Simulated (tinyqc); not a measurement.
# Polarisation charge from two barrier thicknesses

Problem. VT = phiB - dEc - q sigma d/(eps0 eps_r). Find sigma, phiB - dEc and the thickness at which VT = 0.

Inputs (values chosen for the exercise):
- eps_r = 9.2 (relative permittivity of barrier and channel)

Constants: q = 1.602176634e-19 C, eps0 = 8.8541878128e-14 F/cm where lengths are in cm. Results are converted to the units shown.

VT for d = 15 and 21 nm (V): -4.4025642  -6.4841018

Solution. VT is linear in d.

sigma = 1.76e13 cm^-2
phiB - dEc = 0.801 V
thickness for VT = 0 = 2.31 nm

Numbers from tinyqc (`OMP_NUM_THREADS=1 python tinyqc.py 2570094 2570095 out.jsonl`; about 0.02 s on one thread of a shared Intel Xeon 2.30GHz).
